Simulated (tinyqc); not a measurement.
Rates against energy: scattering rates of a carrier in a spherical band by Fermi's golden rule. Computed by tinyqc, a small Python program. Command: `OMP_NUM_THREADS=1 python tinyqc.py 3027120 3027121 out.jsonl scatter walk`. One thread of a shared host (Intel(R) Xeon(R) Processor @ 2.30GHz), about 0.01 s of CPU time with the checks.

All processes here are isotropic or elastic, and the rate listed is the momentum relaxation rate.

Inputs (values chosen for the exercise, modelled on electrons in silicon):

| quantity | value | unit |
|---|---|---|
| density-of-states mass of one valley m | 0.327 | m_0 |
| non-parabolicity alpha | 0.46 | 1/eV |
| static permittivity eps_s | 11.7 | - |
| density rho | 2329 | kg/m^3 |
| sound velocity v_l | 8910 | m/s |
| acoustic deformation potential D_A | 10 | eV |
| phonon energy hbar w | 60.4 | meV |
| optical or intervalley deformation potential D_o | 5.4 | 1e8 eV/cm |
| final valleys Z_f | 5 | - |
| ionised impurity density N_I | 1.4e+18 | 1/cm^3 |
| temperature T | 350 | K |

Crystal: non-polar. Band: Kane. Impurity formula: Conwell-Weisskopf. Further scattering: none.

Constants: k_B = 1.380649e-23 J/K; e = 1.602176634e-19 C; hbar = 1.054571817e-34 J s; m_0 = 9.1093837015e-31 kg; hbar = 6.582119569e-16 eV s; k_B = 8.617333262e-05 eV/K; eps_0 = 8.8541878128e-12 F/m.

Method:
- Kane band: hbar^2 k^2/(2 m) = E (1 + alpha E), speed v = hbar k/(m (1 + 2 alpha E)), states per spin, volume and energy g(E) = m k (1 + 2 alpha E)/(2 pi^2 hbar^2); overlap factors are set to 1. Masses are multiplied by m_0 and all formulas are in SI units.
- Phonon occupation N_q = 1/(exp(hbar w/(k_B T)) - 1).
- Acoustic deformation potential (elastic, equipartition, absorption and emission together): 1/tau = 2 pi k_B T D_A^2 g(E)/(hbar rho v_l^2).
- Optical or intervalley deformation potential: 1/tau = (pi Z_f D_o^2/(rho w)) [N_q g(E + hbar w) + (N_q + 1) g(E - hbar w)], with g = 0 below the band edge.
- Singly charged impurities, momentum relaxation: 1/tau = N_I e^4 m (1 + 2 alpha E) Phi/(8 pi (eps_s eps_0)^2 hbar^3 k^3), with alpha = 0 for a parabolic band.
- Conwell-Weisskopf: Phi = ln(1 + y^2), y = 4 pi eps_s eps_0 E N_I^(-1/3)/e^2 (largest impact parameter N_I^(-1/3)/2).

Momentum relaxation rates (1e12/s) and the total time:

| E (meV) | acoustic | optical absorption | optical emission | ionised impurity | tau_m (fs) |
|---|---|---|---|---|---|
| 6 | 1.239 | 0.9473 | 0.000 | 12.943 | 66.094 |
| 15 | 1.980 | 1.0194 | 0.000 | 14.766 | 56.291 |
| 30 | 2.848 | 1.1343 | 0.000 | 11.705 | 63.745 |
| 54 | 3.924 | 1.3089 | 0.000 | 7.789 | 76.794 |
| 66 | 4.395 | 1.3933 | 1.904 | 6.566 | 70.134 |
| 91 | 5.302 | 1.5647 | 4.579 | 4.873 | 61.277 |
| 130 | 6.603 | 1.8250 | 7.210 | 3.405 | 52.512 |
| 210 | 9.098 | 2.3499 | 11.501 | 2.034 | 40.025 |
| 360 | 13.702 | 3.3522 | 18.831 | 1.105 | 27.035 |
| 600 | 21.578 | 5.0908 | 31.050 | 0.604 | 17.146 |

What follows from these numbers?

The largest rate is ionised impurity from 6.00 to 66.0, acoustic at 91.0, optical emission from 130 to 600 meV. Crossing hbar w = 60.4 meV opens emission: tau_m goes from 76.8 to 70.1 fs between the two rows around it. The impurity rate goes between the last rows as E^-1.18; the acoustic rate follows g(E) and grows by a factor 17.4 over the table (10.0 for a parabolic band). At 6.0, 15 meV hbar/tau exceeds E/2, so the golden rule loses its meaning there.

Extremes, crossings and ranges named in words are read from the listed rows.
